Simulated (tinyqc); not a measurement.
UHF in the 3-21g basis, for H2, spin multiplicity 1, step by step. One step of it, computed by the program tinyqc.

Task: Iteration 1: diagonalisation and new density. Diagonalise F' = X^T F X, C = X C', fill 1 alpha and 1 beta electrons from the bottom; D(s) = C_occ C_occ^T. Each column has its largest component positive (the first on a tie).

F(alpha) (hartree), order 1H 1s, 1H 2s, 2H 1s, 2H 2s:
$$\begin{pmatrix}
0.020983 & -0.534037 & -0.173161 & -0.329606 \\
-0.534037 & -0.373155 & -0.184403 & -0.278299 \\
-0.173161 & -0.184403 & 0.545458 & -0.136301 \\
-0.329606 & -0.278299 & -0.136301 & -0.088562
\end{pmatrix}$$

F(beta) (hartree), order 1H 1s, 1H 2s, 2H 1s, 2H 2s:
$$\begin{pmatrix}
0.545458 & -0.136301 & -0.173161 & -0.184403 \\
-0.136301 & -0.088562 & -0.329606 & -0.278299 \\
-0.173161 & -0.329606 & 0.020983 & -0.534037 \\
-0.184403 & -0.278299 & -0.534037 & -0.373155
\end{pmatrix}$$

X, order 1H 1s, 1H 2s, 2H 1s, 2H 2s:
$$\begin{pmatrix}
1.240561 & -0.482914 & 0.029066 & 0.028963 \\
-0.482914 & 1.418036 & 0.028963 & -0.400150 \\
0.029066 & 0.028963 & 1.240561 & -0.482914 \\
0.028963 & -0.400150 & -0.482914 & 1.418036
\end{pmatrix}$$

Give: F' = X^T F X; orbital energies; coefficients C; F' = X^T F X; orbital energies; coefficients C; D(alpha) after iteration 1; D(beta) after iteration 1.

Result:

F' = X^T F X (alpha) (hartree):
$$\begin{pmatrix}
0.562 & -0.724 & -0.012 & -0.137 \\
-0.724 & 0.154 & -0.058 & -0.190 \\
-0.012 & -0.058 & 0.972 & -0.511 \\
-0.137 & -0.190 & -0.511 & 0.311
\end{pmatrix}$$

orbital energies (alpha) (hartree): MO1 -0.498, MO2 0.133, MO3 1.107, MO4 1.256

coefficients C (alpha), order 1H 1s, 1H 2s, 2H 1s, 2H 2s:
$$\begin{pmatrix}
0.344 & -0.129 & -1.265 & 0.199 \\
0.631 & -0.620 & 1.271 & 0.082 \\
0.060 & 0.169 & 0.170 & 1.309 \\
0.166 & 1.020 & -0.431 & -1.073
\end{pmatrix}$$

F' = X^T F X (beta) (hartree):
$$\begin{pmatrix}
0.972 & -0.511 & -0.012 & -0.058 \\
-0.511 & 0.311 & -0.137 & -0.190 \\
-0.012 & -0.137 & 0.562 & -0.724 \\
-0.058 & -0.190 & -0.724 & 0.154
\end{pmatrix}$$

orbital energies (beta) (hartree): MO1 -0.498, MO2 0.133, MO3 1.107, MO4 1.256

coefficients C (beta), order 1H 1s, 1H 2s, 2H 1s, 2H 2s:
$$\begin{pmatrix}
0.060 & 0.169 & 0.170 & 1.309 \\
0.166 & 1.020 & -0.431 & -1.073 \\
0.344 & -0.129 & -1.265 & 0.199 \\
0.631 & -0.620 & 1.271 & 0.082
\end{pmatrix}$$

D(alpha) after iteration 1, order 1H 1s, 1H 2s, 2H 1s, 2H 2s:
$$\begin{pmatrix}
0.118 & 0.217 & 0.021 & 0.057 \\
0.217 & 0.398 & 0.038 & 0.105 \\
0.021 & 0.038 & 0.004 & 0.010 \\
0.057 & 0.105 & 0.010 & 0.028
\end{pmatrix}$$

D(beta) after iteration 1, order 1H 1s, 1H 2s, 2H 1s, 2H 2s:
$$\begin{pmatrix}
0.004 & 0.010 & 0.021 & 0.038 \\
0.010 & 0.028 & 0.057 & 0.105 \\
0.021 & 0.057 & 0.118 & 0.217 \\
0.038 & 0.105 & 0.217 & 0.398
\end{pmatrix}$$
